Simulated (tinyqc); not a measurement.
Worked calculation: ion-assisted plasma etching: sheath, surface coverage, synergy and aspect-ratio dependence. Computed by tinyqc, a small Python program that keeps every step. Command: `OMP_NUM_THREADS=1 python tinyqc.py 3013023 3013024 out.jsonl etch walk`. One thread of a shared host (Intel(R) Xeon(R) Processor @ 2.30GHz), about 0.05 s of CPU time with the checks. Intermediate numbers are printed to about 7 digits and carried at full precision; extremes and crossings named in words are read from the listed rows.

Radicals adsorb on bare sites; ions remove covered sites with a high yield and bare sites by sputtering; a slow spontaneous reaction acts everywhere, walls included.

Inputs (values chosen for the exercise, close to those used for silicon dioxide in a fluorocarbon plasma):

| quantity | value | unit |
|---|---|---|
| plasma density n_e | 3.9e+10 | 1/cm^3 |
| electron temperature T_e | 4.4 | eV |
| ion mass M_i | 69 | u |
| sheath voltage V | 640 | V |
| radical density n | 2e+12 | 1/cm^3 |
| radical mass M_n | 50 | u |
| gas temperature T_g | 400 | K |
| sticking coefficient s | 0.79 | - |
| radicals per removed unit x | 4 | - |
| yield slope b | 0.13 | eV^(-1/2) |
| threshold E_th | 24 | eV |
| sputter slope b_p | 0.015 | eV^(-1/2) |
| sputter threshold E_p | 30 | eV |
| spontaneous reaction probability k_c | 1.3e-06 | - |
| solid density N | 2.2e+22 | 1/cm^3 |
| ion temperature T_i | 0.56 | eV |
| aspect ratio A | 21 | - |

Feature: round hole.

Constants: e = 1.602176634e-19 C; u = 1.6605390666e-27 kg; k_B = 1.380649e-23 J/K; eps_0 = 8.8541878128e-12 F/m.

## Fluxes

Bohm speed u_B = sqrt(e T_e/M_i); ion flux G_i = 0.61 n_e u_B; radical flux G_n = n c/4 with c = sqrt(8 k_B T_g/(pi M_n)).

Bohm speed = 248046.1 cm/s

ion flux G_i = 5.901017e+15 1/(cm^2 s)

radical speed c = 41155.90 cm/s

radical flux G_n = 2.057795e+16 1/(cm^2 s)

flux ratio G_n/G_i = 3.487187

## Sheath and ion angles

Debye length lambda_D = sqrt(eps_0 T_e/(e n_s)) with n_s = 0.61 n_e, T_e in volts; Child-law sheath d = (sqrt2/3) lambda_D (2 V/T_e)^(3/4); ion energy E = V + T_e/2; angular spread = arctan(sqrt(T_i/E)).

Debye length = 101.0993 um

sheath thickness = 3357.067 um

ion energy E = 642.2 eV

angular spread = 1.691435 degrees

Caution: a sheath of several millimetres is collisional at usual pressures, which lowers the ion energy and widens the angles.

## Yields

Yields: Y = b (sqrt(E) - sqrt(E_th)) on covered sites, Y_p = b_p (sqrt(E) - sqrt(E_p)) on bare ones (zero below threshold).

yield Y = 2.657549

sputter yield Y_p = 0.2979666

## Open-field etch rate

Steady coverage: s G_n (1 - theta) = x Y G_i theta; removal flux = Y G_i theta + Y_p G_i (1 - theta) + k_c G_n; rate = flux/N, 1 cm/s = 6e8 nm/min. Lateral rate = k_c G_n/N; anisotropy = 1 - lateral/vertical; synergy = vertical/(ions alone + radicals alone), with ions alone Y_p G_i/N and radicals alone the lateral rate.

coverage theta = 0.2058172

vertical rate = 126.1123 nm/min

lateral rate = 7.295819e-04 nm/min

anisotropy = 0.9999942

synergy = 2.629831

Ions and radicals both limit the rate.

## Rate at the floor of the feature

Transmission of a round hole: K = 1/(1 + 3A/4), walls that scatter diffusely without loss. With a loss probability S = s (1 - theta) at the floor, G_b/G_n = K/(K + S - K S); theta follows G_b, and the two are solved together. Ions are taken to reach the floor unshadowed; G_b replaces G_n in every term of the rate; A is depth over diameter.

transmission K = 0.05970149

G_b/G_n = 0.07574052

coverage at the floor = 0.01925074

rate at the floor = 55.26420 nm/min

floor rate over open-field rate = 0.4382142

The lag is 56 %. Caution: at this aspect ratio many ions strike the walls, so ion shadowing, left out here, adds to the lag.

## Etch lag against aspect ratio

The formulas are those given above.

Floor of the feature:

| A | K | G_b/G_n | theta | rate (nm/min) | relative rate |
|---|---|---|---|---|---|
| 0.5 | 0.7272727 | 0.8030739 | 0.1722686 | 113.3723 | 0.8989788 |
| 1.0 | 0.5714286 | 0.6642377 | 0.1468604 | 103.7236 | 0.8224701 |
| 2.0 | 0.4000000 | 0.4872985 | 0.1121263 | 90.5334 | 0.7178792 |
| 5.0 | 0.2105263 | 0.2651079 | 0.0642875 | 72.3668 | 0.5738279 |
| 10.0 | 0.1176471 | 0.1491536 | 0.0372155 | 62.0863 | 0.4923093 |
| 20.0 | 0.0625000 | 0.0792934 | 0.0201356 | 55.6002 | 0.4408786 |
| 50.0 | 0.0259740 | 0.0329225 | 0.0084599 | 51.1664 | 0.4057210 |
| 100.0 | 0.0131579 | 0.0166680 | 0.0043010 | 49.5871 | 0.3931980 |

K falls by a factor 55.3 over the rows and the rate by 2.29. The rate is more than 10 % down already in the first row, with an open-field coverage below one half; sputtering, which needs no radicals, carries much of the rate in the last rows. Caution: rows with A above about 1/(2 tan(ion spread)) or 1/sqrt(k_c), often 10 to 30, are formal: ion shadowing, radical loss on the walls, redeposition of sputtered material and, in fluorocarbon plasmas, polymer growth are left out and add to the lag.

## Yield per ion against the flux ratio

The ion flux is fixed and the radical flux set by the ratio; the removal per ion is the removal flux over G_i.

Open field:

| G_n/G_i | theta | rate (nm/min) | removal per ion |
|---|---|---|---|
| 0.3 | 0.0218088 | 56.2356 | 0.349427 |
| 1 | 0.0691757 | 74.2230 | 0.461194 |
| 3 | 0.1823049 | 117.1836 | 0.728134 |
| 10 | 0.4263311 | 209.8525 | 1.303943 |
| 30 | 0.6903543 | 310.1178 | 1.926954 |
| 100 | 0.8813994 | 382.6806 | 2.377831 |
| 300 | 0.9570723 | 411.4588 | 2.556648 |
| 1000 | 0.9867227 | 422.8648 | 2.627520 |
| 3000 | 0.9955347 | 426.6295 | 2.650913 |

Coverage reaches one half at G_n/G_i = x Y/s = 13.5. Below that the ion-assisted part follows the radical flux, on top of the sputter floor Y_p = 0.298; above it the ion-assisted part saturates at Y = 2.66 per ion.

Checks made by the program: series form 1/R = 1/(Y G_i) + x/(s G_n) of the ion-assisted part (relative difference below 1e-10).
